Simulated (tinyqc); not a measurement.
Worked calculation: static screening by free carriers. Values are carried at full precision from step to step, so a last printed digit may differ when a step is redone from the rounded ones.

kF = (3 pi^2 n/Mv)^(1/3), EF = c kF^2/m with c = hbar^2/2m0, n in 1/angstrom^3 (1e-24 per 1/cm^3), e2 = e^2/(4 pi eps0). Thomas-Fermi: qTF^2 = 6 pi e2 n/(eps EF). Debye: qD^2 = 4 pi e2 n/(eps kB T).

Constants: hbar^2/2m0 = 3.80998211 eV angstrom^2; e^2/(4 pi eps0) = 14.39964547 eV angstrom; kB = 8.617333262e-05 eV/K; a0 (Bohr radius) = 0.5291772105 angstrom.

Parameters, chosen for this exercise (a free-electron density near that of Ag; not measured data):
- n = 5.88e+22 1/cm^3 (carrier density)
- m = 1 m0 (mass of one isotropic valley)
- Mv = 1 (valleys)
- eps = 1 (background dielectric constant)
- T = 300 K
- q = 0.722 1/angstrom (wave vector)

## Fermi and screening wave vectors

Also the effective Bohr radius aB = a0 eps/m and rs = (3/(4 pi n))^(1/3)/aB.

kF = 1.2030 1/angstrom
EF at 0 K = 5514 meV
EF/kT = 213
qTF = 1.7013 1/angstrom
qD = 20.287 1/angstrom
aB = 0.5292 angstrom
rs = 3.01

The gas is degenerate, so the Thomas-Fermi value applies. With rs above 1 exchange and correlation, left out here, are not small.

## Lindhard function at one q

Lindhard at zero temperature: eps(q)/eps = 1 + (qTF/q)^2 L(x), x = q/(2 kF), L(x) = 1/2 + ((1 - x^2)/(4x)) ln|(1 + x)/(1 - x)|.

Compare with Thomas-Fermi, 1 + (qTF/q)^2.

x = 0.3001
L(x) = 0.9694
eps(q)/eps, Lindhard = 6.383
eps(q)/eps, Thomas-Fermi = 6.553

The carriers respond with 97 % of their long-wave strength at this q.

## Checks

- L(x) at x = 0.7 against the integral over the Fermi sphere: both 0.81595.

Program tinyqc; command `OMP_NUM_THREADS=1 python tinyqc.py 1680079 1680080 out.jsonl`; about 0.01 s on one thread of a shared Intel(R) Xeon(R) Processor @ 2.30GHz.
